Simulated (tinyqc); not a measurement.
Luttinger-Kohn k.p, four valence bands, step by step. One step of it, computed by the program tinyqc.

Question. Hole masses. E = c [g1 k^2 -/+ 2 sqrt(g2^2 k^4 + 3 (g3^2 - g2^2)(kx^2 ky^2 + ky^2 kz^2 + kz^2 kx^2))] with c = hbar^2/2m, and m* = hbar^2 k^2 / (2 E).

Luttinger parameters chosen for this model; energies are counted downward from the top of the valence band:
```
parameter      value  unit
g1         11.670000
g2          1.370000
g3          1.820000
```

Give: Masses.

Answer.

Masses (electron masses):
```
direction  heavy  light
[100]      0.112  0.069
[110]      0.121  0.066
[111]      0.125  0.065
```
